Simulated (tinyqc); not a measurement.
Ballistic Schottky-barrier transistor with a two-dimensional channel, WKB contacts: barrier height from the temperature dependence.

Source Fermi level 0, drain Fermi level -Vd. Far from the contacts Ec = pn - psi, and the gate moves psi one to one; the band edges relax as exp(-x/lam) from pn at the source and pn - Vd at the drain; Ev = Ec - Eg. A carrier of energy w inside the channel band meets at a contact a barrier of height D (the contact edge beyond the channel edge): T = 1 for w >= D, else exp(-S), S = 4 lam sqrt(m/C) [sqrt(D - w) - sqrt(w) arctan sqrt((D - w)/w)], C = hbar^2/(2 m0). The two contacts combine as Ts Td/(Ts + Td - Ts Td).

I/W = g (2 q^2/h) int T(w) [N(Es + w) - N(Ed + w)] dw with w the energy of motion along the channel, N(y) = (1/2 pi) sqrt(pi m kB T/C) Fm(-y/kB T), Fm(x) = (1/sqrt(pi)) int_0^infinity u^(-1/2)/(1 + exp(u - x)) du. Electrons: Ds = psi, Dd = psi - Vd, Es = Ec, Ed = Ec + Vd. Holes: Ds = -psi, Dd = Vd - psi, Es = -Ev, Ed = -Ev - Vd. The size of each current is taken; both flow from drain to source and add. The integrals are converged. The apparent barrier is -d ln(I_e/T^1.5)/d(q/kB T), taken between T - 10 K and T + 10 K for the electron current.

Inputs (values chosen for the exercise); channel values close to those of an ultrathin silicon body with silicide contacts: temperature T = 300 K; barrier for electrons at both contacts pn = 0.34 eV; electron mass mn = 0.19 m0; valleys or subbands g = 2; screening length at the contacts lam = 4.9 nm; drain bias Vd = 0.05 V.

Constants: q = 1.602176634e-19 C, kB = 1.380649e-23 J/K, hbar = 1.054571817e-34 J s, h = 6.62607015e-34 J s, m0 = 9.1093837015e-31 kg, Vt = kB T/q, hbar^2/(2 m0) = 0.0380998212 eV nm^2. Results are converted to the units shown.

Barrier height from the temperature dependence:
```
ps (V)  electrons (uA/um)  Ec (eV)  apparent barrier (eV)
-0.25             4.26e-8    0.590                  0.582
-0.18             6.38e-7    0.520                  0.512
-0.11             9.57e-6    0.450                  0.442
-0.04             1.43e-4    0.380                  0.372
0                 6.74e-4    0.340                  0.332
0.1               0.00260    0.240                  0.290
0.17              0.00589    0.170                  0.258
0.24               0.0137    0.100                  0.222
0.31               0.0336    0.030                  0.180
0.38               0.0885   -0.040                  0.134
0.45                0.240   -0.110                  0.088
```

What does the comparison show?

For psi < 0 the channel edge is the highest point, and the apparent barrier follows Ec one to one (0.582 eV against 0.590). At flat band it is 0.332 eV (psi = 0 V), near pn = 0.34 eV. Beyond, the top stays at pn but tunnelling lowers the apparent value to 0.0882 eV in the last row, so only the point where the line bends gives the true barrier.

Range of the model: No scattering, image-force lowering, channel charge or band-to-band tunnelling; parabolic kappa overstates S deep in the gap.

Program tinyqc, `OMP_NUM_THREADS=1 python tinyqc.py 2390055 2390056 out.jsonl`; Intel Xeon 2.30GHz, shared host, one thread, about 0.4 s.
